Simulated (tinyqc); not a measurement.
Changing the oxide thickness d: X-ray photoelectron analysis of a thin oxide on a semiconductor: attenuation lengths, thickness, angle series and band offsets. Computed by tinyqc, a small Python program. Command: `OMP_NUM_THREADS=1 python tinyqc.py 3111506 3111507 out.jsonl xps sweep`. One thread of a shared host (Intel(R) Xeon(R) Processor @ 2.30GHz), about 0.01 s of CPU time with the checks.

The same element is seen in the oxide and in the substrate, at nearly the same kinetic energy; films are flat and uniform, and the work function is ignored.

Inputs (values chosen for the exercise, modelled on SiO2 on 4H-SiC):
```
quantity                                           value     unit
photon energy                                     1253.6       eV
binding energy of the core level                   100.5       eV
oxide density                                       2.23   g/cm^3
oxide formula mass                                 60.08    g/mol
valence electrons per oxide formula                   16        -
oxide gap                                           9.01       eV
substrate density                                   3.21   g/cm^3
substrate formula mass                              40.1    g/mol
valence electrons per substrate formula                8        -
substrate gap                                       3.26       eV
emission angle from the normal                         0  degrees
attenuation length over inelastic mean free path    0.87        -
carbon overlayer                                    0.43       nm
counts in the two peaks together                  800000        -
valence band offset used to make the data           2.92       eV
core level less valence band top, substrate        98.95       eV
core level less valence band top, thick oxide      98.51       eV
field in the oxide                                   0.1    MV/cm
```

Method:
- TPP-2M: lambda = E/(E_p^2 [b ln(c E) - C/E + D/E^2]) in angstrom, E_p = 28.8 sqrt(N_v rho/M), b = -0.10 + 0.944/sqrt(E_p^2 + E_g^2) + 0.069 rho^0.1, c = 0.191/sqrt(rho), U = N_v rho/M, C = 1.97 - 0.91 U, D = 53.4 - 20.8 U, with E = photon energy less binding energy in eV.
- Attenuation length L = factor x lambda.
- R_0 = (rho_o/M_o) L_o/((rho_s/M_s) L_s); peak ratio R = I_ox/I_sub = R_0 [exp(d/(L_o cos theta)) - 1]; hence d = L_o cos theta ln(1 + R/R_0). A carbon layer weakens both peaks alike, by exp(-d_C/(L_o cos theta)) if its L is taken equal to L_o. This R_0 leaves out intrinsic losses from the substrate peak, so calibrated values can be larger.
- With x = d/(L_o cos theta): d ln d/d ln R = (1 - exp(-x))/x = -d ln d/d ln R_0; counting error of R = 1/sqrt(N f (1 - f)), f the oxide share, which times the sensitivity gives that of d; an angle error adds tan(theta) d theta; d is proportional to L_o at fixed R_0. Assumed errors: 5 % in R_0, 1 degree, 5 % in L_o.
- Valence band offset = (E_core - E_v)(substrate) - (E_core - E_v)(oxide) + (core level separation at the interface, oxide less substrate). The separation is made here from the given offset; a uniform field F that raises the binding energy towards the surface shifts the oxide peak by e F <z>, <z> = d/(1 - exp(-x)) - d/x, x = d/(L_o cos theta), being the mean distance from the interface. Conduction band offset = oxide gap - substrate gap - valence band offset.

One run for each value:
```
oxide thickness d (nm)    ratio R  counting error of d (%)  sensitivity to R  apparent valence band offset (eV)
0.30                    6.660e-02                   0.4392            0.9505                              2.922
0.46                    1.050e-01                   0.3528            0.9254                              2.922
0.70                    1.667e-01                   0.2842            0.8894                              2.924
1.10                    2.815e-01                   0.2251            0.8336                              2.926
1.70                    4.859e-01                   0.1808            0.7586                              2.929
2.50                    8.325e-01                   0.1510            0.6725                              2.934
3.90                    1.721e+00                   0.1281            0.5526                              2.944
6.00                    4.174e+00                   0.1204            0.4251                              2.960
9.10                    1.320e+01                   0.1343            0.3074                              2.986
14.00                   7.303e+01                   0.2008            0.2074                              3.032
```

What does the table show, and why?

Over the rows, ratio R rises from 0.0666 to 73.0 (exponent d ln y / d ln x 1.1 between the first rows and 4.0 between the last); counting error of d (%) goes from 0.439 through a minimum among these rows, 0.120 at 6.00, to 0.201; sensitivity to R falls from 0.950 to 0.207 (exponent d ln y / d ln x -0.063 between the first rows and -0.91 between the last). At the low end the exponent of ratio R is 1.07, close to 1: a film thin against L cos theta. The counting error is least at d = 6 nm among these rows: thin films give few oxide counts, thick ones few substrate counts.

Extremes, crossings and ranges named in words are read from the listed rows.
